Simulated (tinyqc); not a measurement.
Van der Pauw, Hall and four-point-probe measurements on a doped layer: one step of the calculation.

A uniform n-type layer with sheet resistance Rs = 1/(q ns mu), point contacts, low field (mu B small).

Problem. Sheet density, mobility and bulk values. Rs = 1/z; Hall sheet density B I/(q |VH|); Hall mobility |VH|/(Rs B I); true values ns = rH times the Hall density, mu = Hall mobility/rH; bulk density ns/t, resistivity Rs t; correction factor F = Rs/[(pi/ln 2)(RA + RB)/2].

Values chosen for this exercise:
- rH = 1.1 (Hall factor)
- B = 0.5 T (magnetic field)
- I = 1000 uA (current)
- t = 330 nm (thickness of the layer)

Constants: q = 1.602176634e-19 C. Results are converted to the units shown.

converged z = 0.36529627 mS
VH = -286.06917 mV
RA = 43.040558 ohm
RB = 2642.4646 ohm

Wanted: Rs; Hall sheet density; Hall mobility; ns; mu; bulk density; resistivity; F.

Solution.

Rs = 2738 ohm/square
Hall sheet density = 1.091e12 cm^-2
Hall mobility = 2090 cm^2/(V s)
ns = 1.200e12 cm^-2
mu = 1900 cm^2/(V s)
bulk density = 3.636e16 cm^-3
resistivity = 0.09034 ohm cm
F = 0.4498

tinyqc, about 0.01 s, one thread, Intel Xeon 2.30GHz (shared host): `OMP_NUM_THREADS=1 python tinyqc.py 2850151 2850152 out.jsonl`
